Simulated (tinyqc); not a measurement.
Solid solubility of a dopant against its melt (retrograde solidus), clustering and the electrically active fraction: one step, computed by the program tinyqc.

Problem. Liquidus and solidus at T. x_l and x_s are atom fractions of the dopant in melt and solid; the solid is dilute. Liquidus of the host: R T ln(1 - x_l) + L x_l^2 = -H_f (1 - T/T_m). Distribution: k = x_s/x_l = exp[L (1 - x_l)^2/(R T)] exp(S/k_B - H/(k_B T)), the first factor being the activity coefficient in the melt. Solubility = x_s N0; at T_m x_l = 0.

Inputs (values chosen for the exercise, for a model dopant): melting point of the host T_m = 1687 K; heat of melting of the host H_f = 50.2 kJ/mol; interaction L of the melt = 3.3 kJ/mol; enthalpy of transfer from melt to solid H = 0.679 eV; entropy of transfer S = 0.32 k_B; site density N0 = 5e+22 1/cm^3; temperature T = 1010 K.

Constants: R = 8.314462618 J/(mol K); k_B = 8.617333262e-05 eV/K.

Give: x_l; distribution coefficient k; x_s; solubility; k at the melting point.

Solution.

x_l = 0.9356

distribution coefficient k = 5.644e-04

x_s = 5.280e-04

solubility = 2.640e+19 1/cm^3

k at the melting point = 0.01632

k has changed by a factor 0.035 from its value at T_m, while x_l has grown from 0 to 0.936.
